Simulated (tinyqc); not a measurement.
What moves the results: type-II superlattice in the two-band Kane model. A value that a table varies takes the place of the one given here.

Motion along the axis, period d = a + b, c = hbar^2/2m0. Conduction and light-hole bands couple: (E - Ec)(E - Ev) = Ep c k^2 in each layer, with mass m(E) = (E - Ev)/Ep, which may be negative. The conduction envelope psi and psi'/m(E) are continuous; a layer carries them by [[cos kt, (m/k) sin kt], [-(k/m) sin kt, cos kt]] (cosh and sinh for k^2 < 0), and cos(q d) = tr(M_B M_A)/2. C1 is the first miniband above EvB, with its bottom at tr/2 = +1 and its top at -1; the gap is the bottom of C1 less the top heavy-hole level HH1.

Heavy holes are uncoupled: with e = EvB - E, p = sqrt(mhB e/c), w = sqrt(mhA (EvB - EvA - e)/c), the top level HH1 at q = 0 solves (p/mhB) tan(p b/2) = (w/mhA) tanh(w a/2).

Constants: hbar^2/2m0 = 3.80998211 eV angstrom^2; hc = 1239.841984 eV nm.

Parameters, chosen for this exercise (near those of an InAs/GaSb superlattice; not measured data): b = 25 angstrom (layer B); EcA = 0 eV (conduction edge of A); EvA = -0.421 eV (valence edge of A); EcB = 0.938 eV (conduction edge of B); EvB = 0.112 eV (valence edge of B); EpA = 14.4 eV (coupling energy in A); EpB = 18.3 eV (coupling energy in B); mhA = 0.34 m0 (heavy hole in A); mhB = 0.25 m0 (heavy hole in B); As = (19, 30, 39, 46, 56, 66, 79) angstrom (widths of layer A); a = 49 angstrom (layer A).

## Width of layer A

Bottom of C1 (tr/2 = +1, above EvB), HH1, the gap and hc/gap; widths at which C1 no longer starts above EvB are left out.

Results:

| a (angstrom) | C1 (eV) | HH1 (eV) | gap (meV) | cut-off (micrometre) |
|---|---|---|---|---|
| 19 | 0.4477 | 0.0086 | 439.1 | 2.82 |
| 30 | 0.3146 | 0.0061 | 308.5 | 4.02 |
| 39 | 0.2454 | 0.0058 | 239.6 | 5.18 |
| 46 | 0.2062 | 0.0058 | 200.5 | 6.18 |
| 56 | 0.1647 | 0.0057 | 159.0 | 7.80 |
| 66 | 0.1346 | 0.0057 | 128.8 | 9.62 |

What does this show, and why?

From a = 19 to 66 angstrom C1 falls by 313 meV while HH1 moves by -2.8 meV, so layer A tunes the gap, from 439 to 129 meV. The cut-off shifts by 0.109 micrometre per angstrom at the thin end and 0.183 at the thick end: long wavelengths need tight control of the thickness.

## One band or two

Bottom of C1. One band: (k/mA) tan(k a/2) = (kappa/mB) tanh(kappa b/2) with the edge masses (Ec - Ev)/Ep and barrier EcB - EcA. Second row: mA replaced by m(E). The last column is measured against two bands.

Results:

| model | C1 (eV) | gap (meV) | error (meV) |
|---|---|---|---|
| one band, edge masses | 0.1869 | 181.1 | -5.4 |
| m(E) in A only | 0.1675 | 161.8 | -24.8 |
| two bands | 0.1923 | 186.5 | 0.0 |

mA = 0.0292 m0
mB = 0.0451 m0

What does this show, and why?

With edge masses C1 errs by -5 meV, 3 % of the gap. The heavier m(E) in A changes it by -19 meV; the treatment of B changes it by +25 meV, since C1 lies 80 meV above the valence edge of B, where its mass is 0.0044 instead of 0.0451.

## What each parameter does

Bottom and width of C1, HH1 and the gap. Each row changes one parameter from the base and keeps the others.

Results:

| case | C1 (eV) | width (meV) | HH1 (eV) | gap (meV) |
|---|---|---|---|---|
| base | 0.1923 | 82.4 | 0.0057 | 186.5 |
| a = 46 angstrom | 0.2062 | 89.0 | 0.0058 | 200.5 |
| b = 28 angstrom | 0.1996 | 72.4 | 0.0207 | 178.9 |
| EvB = 0.092 eV | 0.1915 | 80.0 | -0.0129 | 204.4 |
| EcB = 0.988 eV | 0.1968 | 78.0 | 0.0057 | 191.0 |
| EvA = -0.451 eV | 0.1888 | 79.6 | 0.0038 | 185.1 |
| EpA = 15.6 eV | 0.1980 | 88.4 | 0.0057 | 192.2 |
| mhB = 0.29 m0 | 0.1923 | 82.4 | 0.0120 | 180.3 |

What does this show?

The largest shifts from the base row, up to three for each result and ties (the steps differ in size, so this ranks the rows, not the parameters). C1 (eV): a +0.0140, b +0.0073, EpA +0.0057; unchanged at the printed digits by mhB. width (meV): b -10.0, a +6.7, EpA +6.0; unchanged at the printed digits by mhB. HH1 (eV): EvB -0.0186, b +0.0150, mhB +0.0062; unchanged at the printed digits by EcB and EpA. gap (meV): EvB +17.8, a +13.9, b -7.7.

tinyqc: `OMP_NUM_THREADS=1 python tinyqc.py 1250199 1250200 out.jsonl`; about 0.04 s, one thread, shared Intel(R) Xeon(R) Processor @ 2.30GHz.
